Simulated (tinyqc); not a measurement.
Inside a calculation (part 1 of 3). Method: UHF in the sto-3g basis, for H6, spin multiplicity 1. This run ends on a higher stationary point, not on the lowest solution. Computed by tinyqc, a small Python program that keeps every step (integrals from PySCF). Settings: charge = 0, multiplicity = 1, basis = sto-3g, energy threshold = 1e-09, iteration cap = 71, orthogonalisation = symmetric, start = core, DIIS depth = 6, method = UHF, break = 0.2. Command: `OMP_NUM_THREADS=1 python tinyqc.py 20304 20305 out.jsonl` (the two numbers bound the seeds that draw the settings). One thread of a shared host (Intel(R) Xeon(R) Processor @ 2.60GHz), about 0.2 s of CPU time with the checks. Later iterations appear only in the table of the cycle.

## One-electron integrals

Geometry (angstrom):
```
atom         x         y         z
H     0.000000  0.000000  0.000000
H     0.000000  0.000000  1.281000
H     0.000000  0.000000  2.844000
H     0.000000  0.000000  4.125000
H     0.000000  0.000000  5.689000
H     0.000000  0.000000  6.970000
```

Basis sto-3g: exponents (1/bohr^2) and contraction coefficients of normalised primitives:
```
element  l (shell)  exponent  coefficient
H            s (1)  3.425251     0.154329
H            s (1)  0.623914     0.535328
H            s (1)  0.168855     0.444635
```

Overlap, kinetic and nuclear-attraction integrals over the contracted functions; the nuclear repulsion is the sum of Za Zb / Rab.

nuclear repulsion = 3.29889182 hartree

overlap S, order 1H 1s, 2H 1s, 3H 1s, 4H 1s, 5H 1s, 6H 1s:
```
[[1.000000, 0.347823, 0.025247, 0.001281, 0.000012, 0.000000],
 [0.347823, 1.000000, 0.234450, 0.025247, 0.000600, 0.000012],
 [0.025247, 0.234450, 1.000000, 0.347823, 0.025195, 0.001278],
 [0.001281, 0.025247, 0.347823, 1.000000, 0.234109, 0.025195],
 [0.000012, 0.000600, 0.025195, 0.234109, 1.000000, 0.347823],
 [0.000000, 0.000012, 0.001278, 0.025195, 0.347823, 1.000000]]
```

kinetic energy T (hartree), order 1H 1s, 2H 1s, 3H 1s, 4H 1s, 5H 1s, 6H 1s:
```
[[0.760032, 0.036944, -0.007986, -0.000914, -0.000016, 0.000000],
 [0.036944, 0.760032, 0.004817, -0.007986, -0.000489, -0.000016],
 [-0.007986, 0.004817, 0.760032, 0.036944, -0.007977, -0.000913],
 [-0.000914, -0.007986, 0.036944, 0.760032, 0.004748, -0.007977],
 [-0.000016, -0.000489, -0.007977, 0.004748, 0.760032, 0.036944],
 [0.000000, -0.000016, -0.000913, -0.007977, 0.036944, 0.760032]]
```

nuclear attraction V (hartree), order 1H 1s, 2H 1s, 3H 1s, 4H 1s, 5H 1s, 6H 1s:
```
[[-2.118842, -0.695057, -0.047581, -0.002367, -0.000022, 0.000000],
 [-0.695057, -2.372207, -0.480943, -0.049752, -0.001151, -0.000022],
 [-0.047581, -0.480943, -2.473397, -0.767401, -0.049642, -0.002361],
 [-0.002367, -0.049752, -0.767401, -2.473217, -0.480117, -0.047474],
 [-0.000022, -0.001151, -0.049642, -0.480117, -2.371931, -0.695002],
 [0.000000, -0.000022, -0.002361, -0.047474, -0.695002, -2.118746]]
```

core Hamiltonian H = T + V (hartree), order 1H 1s, 2H 1s, 3H 1s, 4H 1s, 5H 1s, 6H 1s:
```
[[-1.358811, -0.658113, -0.055566, -0.003282, -0.000038, 0.000000],
 [-0.658113, -1.612175, -0.476126, -0.057738, -0.001639, -0.000038],
 [-0.055566, -0.476126, -1.713365, -0.730457, -0.057619, -0.003273],
 [-0.003282, -0.057738, -0.730457, -1.713185, -0.475369, -0.055451],
 [-0.000038, -0.001639, -0.057619, -0.475369, -1.611899, -0.658058],
 [0.000000, -0.000038, -0.003273, -0.055451, -0.658058, -1.358714]]
```

## Two-electron integrals

Functions are numbered as in S; the eight-fold symmetry (ij|kl) = (ji|kl) = (kl|ij) leaves the list below.

Two-electron integrals (ij|kl) in chemists' order, unique and non-zero (hartree):
```
(11|11) 0.774606   (21|11) 0.198854   (21|21) 0.072251   (22|11) 0.396350
(22|21) 0.198854   (22|22) 0.774606   (31|11) 0.009449   (31|21) 0.004059
(31|22) 0.013806   (31|31) 0.000298   (32|11) 0.061473   (32|21) 0.030161
(32|22) 0.123490   (32|31) 0.002781   (32|32) 0.030773   (33|11) 0.186047
(33|21) 0.084682   (33|22) 0.333150   (33|31) 0.009449   (33|32) 0.123490
(33|33) 0.774606   (41|11) 0.000336   (41|21) 0.000157   (41|22) 0.000602
(41|31) 0.000014   (41|32) 0.000149   (41|33) 0.000602   (41|41) 7.42e-07
(42|11) 0.005106   (42|21) 0.002380   (42|22) 0.009449   (42|31) 0.000236
(42|32) 0.002781   (42|33) 0.013806   (42|41) 0.000014   (42|42) 0.000298
(43|11) 0.053174   (43|21) 0.022968   (43|22) 0.084682   (43|31) 0.002380
(43|32) 0.030161   (43|33) 0.198854   (43|41) 0.000157   (43|42) 0.004059
(43|43) 0.072251   (44|11) 0.128285   (44|21) 0.053174   (44|22) 0.186047
(44|31) 0.005106   (44|32) 0.061473   (44|33) 0.396350   (44|41) 0.000336
(44|42) 0.009449   (44|43) 0.198854   (44|44) 0.774606   (51|11) 2.15e-06
(51|21) 9.70e-07   (51|22) 3.73e-06   (51|31) 9.91e-08   (51|32) 1.19e-06
(51|33) 0.000006   (51|41) 6.05e-09   (51|42) 1.34e-07   (51|43) 1.88e-06
(51|44) 4.30e-06   (52|11) 0.000092   (52|21) 0.000040   (52|22) 0.000147
(52|31) 4.01e-06   (52|32) 0.000049   (52|33) 0.000295   (52|41) 2.57e-07
(52|42) 0.000006   (52|43) 0.000106   (52|44) 0.000295   (52|52) 1.63e-07
(53|11) 0.003165   (53|21) 0.001311   (53|22) 0.004587   (53|31) 0.000126
(53|32) 0.001506   (53|33) 0.009427   (53|41) 0.000008   (53|42) 0.000213
(53|43) 0.004050   (53|44) 0.013777   (53|51) 9.89e-08   (53|52) 0.000006
(53|53) 0.000296   (54|11) 0.025370   (54|21) 0.010212   (54|22) 0.034474
(54|31) 0.000925   (54|32) 0.010520   (54|33) 0.061370   (54|41) 0.000058
(54|42) 0.001507   (54|43) 0.030109   (54|44) 0.123276   (54|51) 6.98e-07
(54|52) 0.000049   (54|53) 0.002771   (54|54) 0.030677   (55|11) 0.093018
(55|21) 0.036573   (55|22) 0.120049   (55|31) 0.003171   (55|32) 0.034519
(55|33) 0.185982   (55|41) 0.000189   (55|42) 0.004596   (55|43) 0.084643
(55|44) 0.332955   (55|51) 2.15e-06   (55|52) 0.000147   (55|53) 0.009427
(55|54) 0.123276   (55|55) 0.774606   (61|11) 1.31e-08   (61|21) 5.62e-09
(61|22) 2.06e-08   (61|32) 6.97e-09   (61|33) 4.26e-08   (61|43) 1.54e-08
(61|44) 4.26e-08   (61|54) 6.97e-09   (61|55) 2.06e-08   (62|11) 1.48e-06
(62|21) 6.13e-07   (62|22) 2.15e-06   (62|31) 5.87e-08   (62|32) 6.99e-07
(62|33) 4.30e-06   (62|42) 9.91e-08   (62|43) 1.88e-06   (62|44) 0.000006
(62|53) 1.33e-07   (62|54) 1.19e-06   (62|55) 3.73e-06   (63|11) 0.000139
(63|21) 0.000056   (63|22) 0.000189   (63|31) 0.000005   (63|32) 0.000058
(63|33) 0.000335   (63|41) 3.15e-07   (63|42) 0.000008   (63|43) 0.000157
(63|44) 0.000600   (63|52) 2.56e-07   (63|53) 0.000014   (63|54) 0.000148
(63|55) 0.000600   (63|62) 6.04e-09   (63|63) 7.38e-07   (64|11) 0.002421
(64|21) 0.000958   (64|22) 0.003165   (64|31) 0.000084   (64|32) 0.000924
(64|33) 0.005094   (64|41) 0.000005   (64|42) 0.000126   (64|43) 0.002375
(64|44) 0.009427   (64|51) 5.86e-08   (64|52) 4.00e-06   (64|53) 0.000235
(64|54) 0.002771   (64|55) 0.013777   (64|62) 9.89e-08   (64|63) 0.000014
(64|64) 0.000296   (65|11) 0.029138   (65|21) 0.011310   (65|22) 0.036573
(65|31) 0.000959   (65|32) 0.010225   (65|33) 0.053158   (65|41) 0.000056
(65|42) 0.001313   (65|43) 0.022959   (65|44) 0.084643   (65|51) 6.13e-07
(65|52) 0.000040   (65|53) 0.002375   (65|54) 0.030109   (65|55) 0.198854
(65|61) 5.62e-09   (65|62) 9.70e-07   (65|63) 0.000157   (65|64) 0.004050
(65|65) 0.072251   (66|11) 0.075922   (66|21) 0.029138   (66|22) 0.093018
(66|31) 0.002426   (66|32) 0.025404   (66|33) 0.128254   (66|41) 0.000139
(66|42) 0.003171   (66|43) 0.053158   (66|44) 0.185982   (66|51) 1.48e-06
(66|52) 0.000092   (66|53) 0.005094   (66|54) 0.061370   (66|55) 0.396350
(66|61) 1.31e-08   (66|62) 2.15e-06   (66|63) 0.000335   (66|64) 0.009427
(66|65) 0.198854   (66|66) 0.774606
```

## Orthogonalisation

S = U s U^T; symmetric (Loewdin) form X = U s^(-1/2) U^T, so that X^T S X = 1.

eigenvalues of S: [0.504018, 0.612567, 0.761850, 1.170194, 1.385709, 1.565663]

X, order 1H 1s, 2H 1s, 3H 1s, 4H 1s, 5H 1s, 6H 1s:
```
[[1.050873, -0.193385, 0.022229, -0.004021, 0.000498, -0.000095],
 [-0.193385, 1.075314, -0.135461, 0.022836, -0.002684, 0.000499],
 [0.022229, -0.135461, 1.076415, -0.198448, 0.022811, -0.004019],
 [-0.004021, 0.022836, -0.198448, 1.076341, -0.135253, 0.022203],
 [0.000498, -0.002684, 0.022811, -0.135253, 1.075238, -0.193372],
 [-0.000095, 0.000499, -0.004019, 0.022203, -0.193372, 1.050870]]
```

## Starting guess

The start is the orbitals of the core Hamiltonian, with HOMO and LUMO mixed by +/-0.2 rad for the two spins; D(s) = C_occ C_occ^T for each spin.

D(alpha) at the start, order 1H 1s, 2H 1s, 3H 1s, 4H 1s, 5H 1s, 6H 1s:
```
[[0.100958, 0.254462, -0.056508, -0.063854, 0.081219, 0.027966],
 [0.254462, 0.693383, 0.016642, -0.151731, 0.078774, 0.032719],
 [-0.056508, 0.016642, 0.594482, 0.238612, -0.303383, -0.101831],
 [-0.063854, -0.151731, 0.238612, 0.441321, 0.217005, 0.042621],
 [0.081219, 0.078774, -0.303383, 0.217005, 0.581828, 0.162705],
 [0.027966, 0.032719, -0.101831, 0.042621, 0.162705, 0.046409]]
```

D(beta) at the start, order 1H 1s, 2H 1s, 3H 1s, 4H 1s, 5H 1s, 6H 1s:
```
[[0.046371, 0.162658, 0.042516, -0.101843, 0.032609, 0.027888],
 [0.162658, 0.581998, 0.216820, -0.303448, 0.078635, 0.081051],
 [0.042516, 0.216820, 0.441156, 0.238839, -0.151370, -0.063785],
 [-0.101843, -0.303448, 0.238839, 0.594214, 0.016525, -0.056392],
 [0.032609, 0.078635, -0.151370, 0.016525, 0.693403, 0.254596],
 [0.027888, 0.081051, -0.063785, -0.056392, 0.254596, 0.101017]]
```

## Iteration 1: building the Fock matrix

J_ij = sum D_kl (ij|kl) with D = D(alpha) + D(beta), K_ij = sum D_kl (ik|jl) for each spin; F = H + J - K(s); E = tr D H + tr D J / 2 - 0.5 sum_s tr D(s) K(s) + E_nn.

Coulomb J (hartree), order 1H 1s, 2H 1s, 3H 1s, 4H 1s, 5H 1s, 6H 1s:
```
[[1.348506, 0.583551, 0.046320, 0.002452, 0.000023, 0.000000],
 [0.583551, 2.088375, 0.483587, 0.051695, 0.001213, 0.000023],
 [0.046320, 0.483587, 2.290486, 0.771353, 0.051581, 0.002446],
 [0.002452, 0.051695, 0.771353, 2.290222, 0.482763, 0.046219],
 [0.000023, 0.001213, 0.051581, 0.482763, 2.087999, 0.583488],
 [0.000000, 0.000023, 0.002446, 0.046219, 0.583488, 1.348453]]
```

exchange K(alpha) (hartree), order 1H 1s, 2H 1s, 3H 1s, 4H 1s, 5H 1s, 6H 1s:
```
[[0.228663, 0.275200, 0.029290, -0.010350, 0.007654, 0.005534],
 [0.275200, 0.662880, 0.169281, 0.014326, 0.001935, 0.002201],
 [0.029290, 0.169281, 0.600064, 0.301997, 0.000229, -0.015503],
 [-0.010350, 0.014326, 0.301997, 0.531693, 0.200249, 0.048243],
 [0.007654, 0.001935, 0.000229, 0.200249, 0.583664, 0.213375],
 [0.005534, 0.002201, -0.015503, 0.048243, 0.213375, 0.145232]]
```

exchange K(beta) (hartree), order 1H 1s, 2H 1s, 3H 1s, 4H 1s, 5H 1s, 6H 1s:
```
[[0.145198, 0.213387, 0.048274, -0.015518, 0.002187, 0.005519],
 [0.213387, 0.583848, 0.200480, 0.000265, 0.001924, 0.007632],
 [0.048274, 0.200480, 0.531722, 0.302020, 0.014319, -0.010328],
 [-0.015518, 0.000265, 0.302020, 0.599859, 0.168951, 0.029245],
 [0.002187, 0.001924, 0.014319, 0.168951, 0.662874, 0.275282],
 [0.005519, 0.007632, -0.010328, 0.029245, 0.275282, 0.228766]]
```

F(alpha) (hartree), order 1H 1s, 2H 1s, 3H 1s, 4H 1s, 5H 1s, 6H 1s:
```
[[-0.238967, -0.349763, -0.038536, 0.009521, -0.007669, -0.005534],
 [-0.349763, -0.186680, -0.161820, -0.020369, -0.002361, -0.002216],
 [-0.038536, -0.161820, -0.022943, -0.261102, -0.006267, 0.014675],
 [0.009521, -0.020369, -0.261102, 0.045344, -0.192855, -0.057475],
 [-0.007669, -0.002361, -0.006267, -0.192855, -0.107564, -0.287945],
 [-0.005534, -0.002216, 0.014675, -0.057475, -0.287945, -0.155493]]
```

F(beta) (hartree), order 1H 1s, 2H 1s, 3H 1s, 4H 1s, 5H 1s, 6H 1s:
```
[[-0.155502, -0.287949, -0.057520, 0.014689, -0.002202, -0.005519],
 [-0.287949, -0.107648, -0.193019, -0.006308, -0.002350, -0.007647],
 [-0.057520, -0.193019, 0.045399, -0.261125, -0.020357, 0.009500],
 [0.014689, -0.006308, -0.261125, -0.022823, -0.161557, -0.038478],
 [-0.002202, -0.002350, -0.020357, -0.161557, -0.186774, -0.349852],
 [-0.005519, -0.007647, 0.009500, -0.038478, -0.349852, -0.239027]]
```

total energy of this density = -2.49599511 hartree

## Iteration 1: diagonalisation and new density

Diagonalise F' = X^T F X, C = X C', fill 3 alpha and 3 beta electrons from the bottom; D(s) = C_occ C_occ^T. Each column has its largest component positive (the first on a tie).

F' = X^T F X (alpha) (hartree):
```
[[-0.129212, -0.323172, 0.030246, 0.004116, -0.007014, -0.003799],
 [-0.323172, -0.034052, -0.177113, 0.047040, -0.009549, -0.002305],
 [0.030246, -0.177113, 0.130701, -0.330119, 0.069415, 0.009917],
 [0.004116, 0.047040, -0.330119, 0.216081, -0.230718, 0.011422],
 [-0.007014, -0.009549, 0.069415, -0.230718, 0.044652, -0.283384],
 [-0.003799, -0.002305, 0.009917, 0.011422, -0.283384, -0.059804]]
```

orbital energies (alpha) (hartree): [-0.426710, -0.337849, -0.169093, 0.156845, 0.293056, 0.652117]

coefficients C (alpha), order 1H 1s, 2H 1s, 3H 1s, 4H 1s, 5H 1s, 6H 1s:
```
[[0.616561, -0.087712, -0.287810, -0.543712, -0.583436, -0.188538],
 [0.555198, -0.065602, 0.019166, 0.493252, 0.713521, 0.383731],
 [0.137664, 0.060359, 0.628479, 0.297295, -0.326722, -0.777637],
 [0.044499, 0.256706, 0.467712, -0.363543, -0.138832, 0.882693],
 [0.047669, 0.543141, -0.080633, -0.468451, 0.619193, -0.552926],
 [0.041570, 0.568100, -0.330575, 0.605093, -0.524873, 0.258564]]
```

F' = X^T F X (beta) (hartree):
```
[[-0.059810, -0.283393, 0.011463, 0.009925, -0.002295, -0.003789],
 [-0.283393, 0.044691, -0.230952, 0.069464, -0.009534, -0.006995],
 [0.011463, -0.230952, 0.216299, -0.330182, 0.046952, 0.004100],
 [0.009925, 0.069464, -0.330182, 0.130708, -0.176803, 0.030206],
 [-0.002295, -0.009534, 0.046952, -0.176803, -0.034259, -0.323216],
 [-0.003789, -0.006995, 0.004100, 0.030206, -0.323216, -0.129252]]
```

orbital energies (beta) (hartree): [-0.426796, -0.337906, -0.169040, 0.156884, 0.292948, 0.652286]

coefficients C (beta), order 1H 1s, 2H 1s, 3H 1s, 4H 1s, 5H 1s, 6H 1s:
```
[[0.041418, 0.567988, -0.330853, 0.605241, -0.524548, 0.258815],
 [0.047525, 0.543170, -0.080612, -0.468660, 0.618653, -0.553545],
 [0.044404, 0.256753, 0.467695, -0.363064, -0.138297, 0.883096],
 [0.137348, 0.060475, 0.628551, 0.297495, -0.327095, -0.777254],
 [0.555288, -0.065434, 0.019201, 0.493244, 0.713822, 0.382783],
 [0.616665, -0.087511, -0.287342, -0.543639, -0.583799, -0.188060]]
```

D(alpha) after iteration 1, order 1H 1s, 2H 1s, 3H 1s, 4H 1s, 5H 1s, 6H 1s:
```
[[0.470675, 0.342551, -0.101299, -0.129692, 0.004958, 0.070944],
 [0.342551, 0.312916, 0.084517, 0.016830, -0.010711, -0.020525],
 [-0.101299, 0.084517, 0.417581, 0.315567, -0.011331, -0.167747],
 [-0.129692, 0.016830, 0.315567, 0.286632, 0.103835, -0.006929],
 [0.004958, -0.010711, -0.011331, 0.103835, 0.303776, 0.337195],
 [0.070944, -0.020525, -0.167747, -0.006929, 0.337195, 0.433745]]
```

D(beta) after iteration 1, order 1H 1s, 2H 1s, 3H 1s, 4H 1s, 5H 1s, 6H 1s:
```
[[0.433789, 0.337153, -0.007066, -0.167921, -0.020519, 0.070903],
 [0.337153, 0.303791, 0.103869, -0.011293, -0.010699, 0.004937],
 [-0.007066, 0.103869, 0.286632, 0.315596, 0.016837, -0.129475],
 [-0.167921, -0.011293, 0.315596, 0.417598, 0.084379, -0.101204],
 [-0.020519, -0.010699, 0.016837, 0.084379, 0.312995, 0.342636],
 [0.070903, 0.004937, -0.129475, -0.101204, 0.342636, 0.470499]]
```

## Iteration 2: building the Fock matrix

As before.

Coulomb J (hartree), order 1H 1s, 2H 1s, 3H 1s, 4H 1s, 5H 1s, 6H 1s:
```
[[1.699427, 0.605099, 0.042593, 0.002139, 0.000020, 0.000000],
 [0.605099, 1.842425, 0.413924, 0.044198, 0.001040, 0.000020],
 [0.042593, 0.413924, 1.933599, 0.655876, 0.044102, 0.002133],
 [0.002139, 0.044198, 0.655876, 1.933409, 0.413227, 0.042498],
 [0.000020, 0.001040, 0.044102, 0.413227, 1.842128, 0.605021],
 [0.000000, 0.000020, 0.002133, 0.042498, 0.605021, 1.699218]]
```

exchange K(alpha) (hartree), order 1H 1s, 2H 1s, 3H 1s, 4H 1s, 5H 1s, 6H 1s:
```
[[0.522255, 0.314072, 0.023280, -0.013562, -0.001191, 0.004123],
 [0.314072, 0.441781, 0.142541, 0.040935, 0.001398, -0.004101],
 [0.023280, 0.142541, 0.501286, 0.296522, 0.034751, -0.015406],
 [-0.013562, 0.040935, 0.296522, 0.413961, 0.137128, 0.037539],
 [-0.001191, 0.001398, 0.034751, 0.137128, 0.435587, 0.308777],
 [0.004123, -0.004101, -0.015406, 0.037539, 0.308777, 0.492724]]
```

exchange K(beta) (hartree), order 1H 1s, 2H 1s, 3H 1s, 4H 1s, 5H 1s, 6H 1s:
```
[[0.492741, 0.308770, 0.037580, -0.015425, -0.004100, 0.004120],
 [0.308770, 0.435661, 0.137344, 0.034822, 0.001401, -0.001193],
 [0.037580, 0.137344, 0.414055, 0.296536, 0.040866, -0.013539],
 [-0.015425, 0.034822, 0.296536, 0.501216, 0.142285, 0.023233],
 [-0.004100, 0.001401, 0.040866, 0.142285, 0.441765, 0.314095],
 [0.004120, -0.001193, -0.013539, 0.023233, 0.314095, 0.522161]]
```

F(alpha) (hartree), order 1H 1s, 2H 1s, 3H 1s, 4H 1s, 5H 1s, 6H 1s:
```
[[-0.181639, -0.367087, -0.036254, 0.012419, 0.001173, -0.004123],
 [-0.367087, -0.211531, -0.204742, -0.054474, -0.001998, 0.004083],
 [-0.036254, -0.204742, -0.281052, -0.371103, -0.048268, 0.014266],
 [0.012419, -0.054474, -0.371103, -0.193736, -0.199270, -0.050492],
 [0.001173, -0.001998, -0.048268, -0.199270, -0.205358, -0.361815],
 [-0.004123, 0.004083, 0.014266, -0.050492, -0.361815, -0.152220]]
```

F(beta) (hartree), order 1H 1s, 2H 1s, 3H 1s, 4H 1s, 5H 1s, 6H 1s:
```
[[-0.152125, -0.361785, -0.050553, 0.014282, 0.004082, -0.004120],
 [-0.361785, -0.205411, -0.199545, -0.048361, -0.002001, 0.001174],
 [-0.050553, -0.199545, -0.193821, -0.371117, -0.054383, 0.012399],
 [0.014282, -0.048361, -0.371117, -0.280991, -0.204427, -0.036186],
 [0.004082, -0.002001, -0.054383, -0.204427, -0.211535, -0.367133],
 [-0.004120, 0.001174, 0.012399, -0.036186, -0.367133, -0.181657]]
```

total energy of this density = -2.91227062 hartree

## Iteration 2: DIIS over 2 matrices

error matrix X^T (FDS - SDF) X (alpha):
```
[[0.000000, 0.039065, -0.018840, -0.028357, 0.003953, 0.005023],
 [-0.039065, 0.000000, 0.024182, 0.015062, -0.003579, 0.002227],
 [0.018840, -0.024182, 0.000000, -0.005941, -0.029889, 0.020724],
 [0.028357, -0.015062, 0.005941, 0.000000, 0.000824, 0.025915],
 [-0.003953, 0.003579, 0.029889, -0.000824, 0.000000, -0.053717],
 [-0.005023, -0.002227, -0.020724, -0.025915, 0.053717, 0.000000]]
```

B (overlaps of the stored error matrices):
```
[[4.4102829e-01, -6.8670546e-02],
 [-6.8670546e-02, 3.3885969e-02]]
```

Minimise |sum c_i e_i|^2 with sum c_i = 1: solve [B -1; -1 0][c; lambda] = [0; -1] with B_ij = tr e_i^T e_j summed over both spins, and take F = sum c_i F_i.

DIIS coefficients: [0.167506, 0.832494]

extrapolated F(alpha) (hartree), order 1H 1s, 2H 1s, 3H 1s, 4H 1s, 5H 1s, 6H 1s:
```
[[-0.191242, -0.364185, -0.036636, 0.011933, -0.000308, -0.004359],
 [-0.364185, -0.207369, -0.197552, -0.048761, -0.002058, 0.003028],
 [-0.036636, -0.197552, -0.237817, -0.352677, -0.041233, 0.014334],
 [0.011933, -0.048761, -0.352677, -0.153689, -0.198195, -0.051662],
 [-0.000308, -0.002058, -0.041233, -0.198195, -0.188976, -0.349441],
 [-0.004359, 0.003028, 0.014334, -0.051662, -0.349441, -0.152768]]
```

extrapolated F(beta) (hartree), order 1H 1s, 2H 1s, 3H 1s, 4H 1s, 5H 1s, 6H 1s:
```
[[-0.152691, -0.349417, -0.051720, 0.014350, 0.003029, -0.004354],
 [-0.349417, -0.189035, -0.198452, -0.041317, -0.002060, -0.000303],
 [-0.051720, -0.198452, -0.153750, -0.352693, -0.048684, 0.011913],
 [0.014350, -0.041317, -0.352693, -0.237746, -0.197246, -0.036570],
 [0.003029, -0.002060, -0.048684, -0.197246, -0.207388, -0.364238],
 [-0.004354, -0.000303, 0.011913, -0.036570, -0.364238, -0.191267]]
```
